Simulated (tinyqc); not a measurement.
Thinning the body: Gamma, L and X subbands of a thin body with non-parabolic valleys.

Hard walls, flat band, c = hbar^2/2m0, energies from the bulk Gamma edge. For a valley at angle theta to the normal 1/m_z = cos^2/ml + sin^2/mt and m_d = sqrt(ml mt^2/m_z). Subband n starts at E_v + e with e (1 + a e) = c (n pi/t)^2/m_z, and its density-of-states mass is taken as m_d (1 + 2 a e), without further growth at higher in-plane energy. Groups are named by valley and degeneracy.

n_i = g m/(2 pi c) kB T ln(1 + exp((EF - E_i)/kB T)), sum n_i = Ns (1e12/cm^2 = 1e-4/angstrom^2), c = hbar^2/2m0. Quantum capacitance Cq = 1602.176634 sum g m/(2 pi c) f_i in microfarad/cm^2 with f_i = 1/(1 + exp((E_i - EF)/kB T)); Cox = 34.5313/eot (one gate); C/Cox = Cq/(Cq + Cox), the centroid term left out.

Constants: hbar^2/2m0 = 3.80998211 eV angstrom^2; kB = 8.617333262e-05 eV/K.

Inputs chosen for the exercise (near those of a thin GaAs channel; shifted at random, so the results belong to these values and not to a real crystal):
- face = 100 (surface)
- mG = 0.0667 m0 (Gamma mass)
- aG = 0.57 1/eV (Gamma non-parabolicity)
- EL = 0.254 eV (L edge above Gamma)
- mL = (1.876, 0.072) m0 (L valleys (four, along <111>): ml, mt)
- EX = 0.401 eV (X edge above Gamma)
- mX = (1.312, 0.224) m0 (X valleys (three, along <100>): ml, mt)
- aS = 0.38 1/eV (non-parabolicity of L and X)
- Ns = 10 x 1e12/cm^2 (sheet density)
- T = 300 K (temperature)
- eot = 10 angstrom (equivalent oxide thickness)
- ts = (20, 26, 34, 45, 60, 85, 130) angstrom (thicknesses)

Lowest edge of each valley type, the lowest group, the Gamma share and C/Cox, with n = 1 to 8 of all groups.

Results:
```
t (angstrom)  Gamma (eV)  L (eV)  X (eV)  lowest  Gamma share (%)  C/Cox
20                 0.923   0.955   0.471      X1              0.0  0.823
26                 0.617   0.702   0.443      X1              0.5  0.863
34                 0.398   0.532   0.426      G1             28.7  0.910
45                 0.244   0.419   0.415      G1             50.8  0.905
60                 0.145   0.349   0.409      G1             57.2  0.892
85                 0.075   0.302   0.405      G1             65.3  0.886
130                0.033   0.275   0.403      G1             84.7  0.850
```

From 130 down to 20 angstrom Gamma rises by 0.89 eV, L by 0.68 and X by 0.07 eV, the light Gamma mass moving most. The lowest group changes from G1 to X1 between 34 and 26 angstrom. The Gamma share goes from 85 % to 0 %. C/Cox is 0.85 and 0.82 at the ends and lies between 0.82 and 0.91. Hard walls overstate the rise in the thinnest rows.

Computed by tinyqc, a small Python program: `OMP_NUM_THREADS=1 python tinyqc.py 1282405 1282406 out.jsonl` (the numbers bound the seed that draws the inputs); one thread of a shared host (Intel(R) Xeon(R) Processor @ 2.30GHz), about 0.07 s for the whole set of steps.
